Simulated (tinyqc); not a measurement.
# Pillar capacitor in an array: capacitance, non-linearity, leakage and relaxation, step by step

Program tinyqc, `OMP_NUM_THREADS=1 python tinyqc.py 2102155 2102156 out.jsonl`; Intel Xeon 2.30GHz, shared host, one thread, about 0.01 s. Printed values are rounded.

A film between two metal electrodes, each interface adding a series capacitance ci. The small-signal permittivity is ek (1 + aq E^2); the field is found with the linear permittivity. Leakage J = J0 sinh(E/Ef). After a voltage step the film passes a relaxation current kr C V tt^(-nr), tt being the time in seconds. The sidewall is a coaxial capacitor with radii a = dm/2 and b = dm/2 + t, depth AR dm; the end face is left out.

Values chosen for this exercise; permittivity of the order of that of silicon nitride:
```
symbol,value,unit,meaning
ek,7.4,,relative permittivity of the film
t,22,nm,film thickness
ci,260,uF/cm^2,capacitance of each electrode interface (dead layer and screening)
aq,0.0029,cm^2/MV^2,quadratic field coefficient of the permittivity
V,2.5,V,bias
J0,8.7e-10,A/cm^2,leakage prefactor
Ef,0.24,MV/cm,field for an e-fold rise of the leakage
dm,160,nm,diameter of the pillar
AR,50,,"aspect ratio, depth over diameter"
pt,370,nm,pitch of the square array
rho,300,uohm cm,resistivity of the inner electrode
```

Constants: eps0 = 8.8541878128e-14 F/cm where lengths are in cm. Results are converted to the units shown.

## Planar capacitance, field and non-linearity

Planar film: Cf = eps0 ek/t, 1/C = 1/Cf + 2/ci, EOT = 3.9 eps0/C, effective permittivity C t/eps0, E = (V/t) C/Cf; quadratic coefficient [C(V)/C - 1]/V^2 with Cf (1 + aq E^2) in C(V).

Cf = 0.2978227 uF/cm^2
C = 0.2971419 uF/cm^2
EOT = 11.62116 nm
effective permittivity = 7.383086
E = 1.133766 MV/cm
quadratic coefficient = 595.0693 ppm/V^2
J = 4.898617e-8 A/cm^2

The interfaces take 0.229 % of the voltage.

## Cell capacitance, fields and time constant

Per length 1/c = ln(b/a)/(2 pi eps0 ek) + (1/a + 1/b)/(2 pi ci); cell capacitance c AR dm; per footprint over pt^2; fields c V/(2 pi eps0 ek r) at r = a and b; resistance of the inner electrode rho AR dm/(pi a^2); time constant R C/3 of the distributed line.

a = 80 nm
b = 102 nm
cell capacitance = 13.52498 fF
capacitance per footprint = 9.879459 uF/cm^2
field at a = 1.283324 MV/cm
field at b = 1.006529 MV/cm
R = 1.193662 kohm
R C/3 = 5.381419 ps

The array gives 33.2 times the planar capacitance per footprint; curvature makes the field at the inner electrode 1.13 times the planar value.
